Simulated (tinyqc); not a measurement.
# Bandgap voltage reference from two bipolar transistors: effect of the area ratio of the second transistor

Two transistors of area 1 and N carry the same current I. Is(T) = Is (T/T0)^eta exp[(Vg0 q/kB)(1/T0 - 1/T)], VBE1 = Vt ln(I/Is(T)) + I rb, VBE2 = Vt ln(I/(N Is(T))) + I rb/N. The amplifier forces I R1(T) = VBE1 - VBE2 + Vos, with R(T) = R (1 + tc (T - T0)) for both resistors, and the output is Vref = VBE1 + I R2(T). Base currents and the Early effect are neglected.

Vt = kB T/q; I = (Vt ln N + Vos)/(R1(T) - rb (1 - 1/N)). Box coefficient: span of Vref between 233 and 398 K over its average over T and over 165 K. The last column is the R2 that gives zero slope at T0.

Parameters, values chosen for the exercise; values of the order met in silicon bipolar transistors: reference temperature T0 = 300 K; band-gap voltage extrapolated to 0 K Vg0 = 1.144 V; temperature exponent of the saturation current eta = 4.2; saturation current of the unit transistor at T0 Is = 1.3e-18 A; resistor across which the difference of VBE falls, at T0 R1 = 8 kohm; temperature coefficient of both resistors tc = 0 ppm/K; offset of the amplifier Vos = 2.5 mV; series resistance of the unit transistor rb = 63 ohm; output resistor at T0 R2 = 68.32 kohm.

Constants: q = 1.602176634e-19 C, kB = 1.380649e-23 J/K. Results are converted to the units shown.

Result of one run:
```
I at T0 (uA)  Vref at T0 (V)  slope at T0 (uV/K)  box coefficient (ppm/K)  R2 for zero slope (kohm)
9.131                  1.389               466.5                    326.7                     52.45
```

Which area ratio of the second transistor N gave this result: 2, 15, 24 or 100?

N = 15.

The whole series:
```
N    I at T0 (uA)  Vref at T0 (V)  slope at T0 (uV/K)  box coefficient (ppm/K)  R2 for zero slope (kohm)
2           2.562          0.9071               -1148                     1304                     221.4
4           4.821           1.078              -573.5                    547.1                     106.5
8           7.081           1.242              -23.45                    32.19                     69.36
15          9.131           1.389               466.5                    326.7                     52.45
24          10.66           1.498               829.5                    542.4                     44.27
48          12.92           1.657                1361                    805.3                     35.92
100         15.31           1.825                1922                     1031                     29.89
```

As N goes from 2 to 100, Vref rises from 0.9071 to 1.825 V and the box coefficient goes from 1300 through a minimum of 32.2 (at N = 8 among the rows listed) to 1030 ppm/K. A larger N needs a smaller R2/R1, which lowers the gain seen by offset and noise.

tinyqc, about 0.02 s, one thread, Intel Xeon 2.30GHz (shared host): `OMP_NUM_THREADS=1 python tinyqc.py 2062098 2062099 out.jsonl`
